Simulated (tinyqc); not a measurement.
Double-gate transistor, scale length and short-channel effects: course of the iteration: decay constant by Newton steps.

A body of thickness ts between two insulators of thickness ti and two tied gates. Below threshold the potential that source and drain add obeys Laplace's equation and vanishes on the gate. Its lowest mode decays along the channel as exp(-k y); k is the smallest positive root of the matching condition at the interface, and the scale length is Lambda = pi/k.

f(k) = ei cos(k ti) cos(k ts/2) - eps_r sin(k ti) sin(k ts/2); f' by a central difference with +/- 1e-5 1/nm; k(new) = k - f/f'.

Stop when k changes by less than 1e-10 1/nm, or after 30 iterations.

Parameters, values chosen for the exercise; permittivities: semiconductor close to that of indium arsenide, insulator close to that of zirconium oxide: relative permittivity of the semiconductor eps_r = 15; relative permittivity of the insulator ei = 25.3; insulator thickness ti = 13 nm; body thickness ts = 8.6 nm.

k at the start = 0.0975 1/nm

Course of the iteration:
```
iteration,k (1/nm),|change| (1/nm)
1,0.100329,2.83e-3
2,0.100334,5.71e-6
3,0.100334,3.19e-11
```

Did this iteration meet its convergence test, and what does its course show?

Yes. Converged in 3 iterations. The change falls from 0.0028 in the first iteration to below the tolerance in the last.

Program tinyqc, `OMP_NUM_THREADS=1 python tinyqc.py 2420086 2420087 out.jsonl`; Intel Xeon 2.30GHz, shared host, one thread, about 0.01 s.
